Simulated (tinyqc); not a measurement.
## Thin film between two gates, subbands and threshold shift from confinement: confinement against the film thickness

Undoped body with a flat potential across it, hard walls, transport along x. One isotropic valley (g = 1, mx = my = mz = me). Non-parabolicity enters the subband edges through E (1 + al E) = gamma, so E = 2 gamma/(1 + sqrt(1 + 4 al gamma)); motion within a subband is taken as parabolic with the band-edge mass. Energies are counted from the bulk band edge.

gamma = C (pi k/(t + dl))^2/mz, C = hbar^2/(2 m0). Each subband has N_k = g sqrt(mx my) m0 kB T/(pi hbar^2); without degeneracy n = exp(EF/Vt) sum N_k exp(-E_k/Vt). Classical value Nc times t, Nc = sum over valleys of 2 g (m m0 kB T/(2 pi hbar^2))^1.5 with m = (mx my mz)^(1/3). Threshold shift dVT = Vt ln(classical value/sum N_k exp(-E_k/Vt)). With degeneracy n = sum N_k F((EF - E_k)/Vt), F(x) = ln(1 + exp(x)); gate: Vg = EF + q n/(Cg P), P = 2 (both faces), summed over the 60 lowest subbands at most, with Vg counted from the value that would put EF at the bulk band edge of an empty body. The last two columns are for Vg = 0.6 V; sensitivity d(dVT)/dt by central differences between 0.99 and 1.01 times the value.

Parameters, values chosen for the exercise; masses close to those of In0.53Ga0.47As: temperature T = 300 K; mass at the band edge me = 0.0415 m0; non-parabolicity al = 1.2 1/eV; widening of the box by penetration into the insulator dl = 0.2 nm; gate capacitance per area of interface Cg = 2.4 uF/cm^2.

Constants: q = 1.602176634e-19 C, kB = 1.380649e-23 J/K, hbar = 1.054571817e-34 J s, m0 = 9.1093837015e-31 kg, Vt = kB T/q, hbar^2/(2 m0) = 0.0380998212 eV nm^2. Results are converted to the units shown.

Result of one run:
```
t (nm)  E_1 (meV)  gap to the next edge (meV)  dVT (mV)  sensitivity (mV/nm)  n/P (cm^-2)  share of the lowest subband (%)
16          33.20                       87.44     25.15               -2.644     4.463e12                            52.21
```

What becomes of these results when the film thickness (along z) t is changed from 16 to 12 nm, all else the same?

Result of the changed run:
```
t (nm)  E_1 (meV)  gap to the next edge (meV)  dVT (mV)  sensitivity (mV/nm)  n/P (cm^-2)  share of the lowest subband (%)
12          56.98                       140.0     42.25               -6.708     3.827e12                            65.11
```

The whole series:
```
t (nm)  E_1 (meV)  gap to the next edge (meV)  dVT (mV)  sensitivity (mV/nm)  n/P (cm^-2)  share of the lowest subband (%)
3           537.8                       812.8     487.3               -232.8     3.716e11                            100.0
3.8         386.8                       632.3     342.4               -140.1     1.171e12                            100.0
4.8         273.0                       485.8     234.7               -82.21     1.796e12                            100.0
6.1         186.5                       363.5     154.4               -45.83     2.273e12                            99.81
7.7         126.1                       268.1     100.0               -24.86     2.769e12                            90.47
9.8         82.45                       190.6     62.58               -12.51     3.396e12                            74.23
12          56.98                       140.0     42.25               -6.708     3.827e12                            65.11
16          33.20                       87.44     25.15               -2.644     4.463e12                            52.21
20          21.64                       59.32     17.66               -1.320     4.915e12                            44.14
```

As t grows from 3 to 20 nm, E_1 falls from 538 to 21.6 meV and dVT falls from 487 to 17.7 mV. E_1 goes as t^(-1.39) at the thin end (-2 for a parabolic band without penetration); a thickness error of 0.2 nm moves the threshold by 47 mV in the first row and 0.26 mV in the last. The charge per interface area rises from 3.72e11 to 4.91e12 cm^-2. For t = 4.8, 6.1, 7.7, 9.8, 12, 16, 20 the charge in the last two columns would bend the potential across the body by some 30 mV or more, which is left out.

Range of the model: Non-parabolicity also makes carriers heavier within each subband, which is left out, so densities of states are understated at high energy.

Numbers from tinyqc (`OMP_NUM_THREADS=1 python tinyqc.py 2350141 2350142 out.jsonl`; about 0.04 s on one thread of a shared Intel Xeon 2.30GHz).
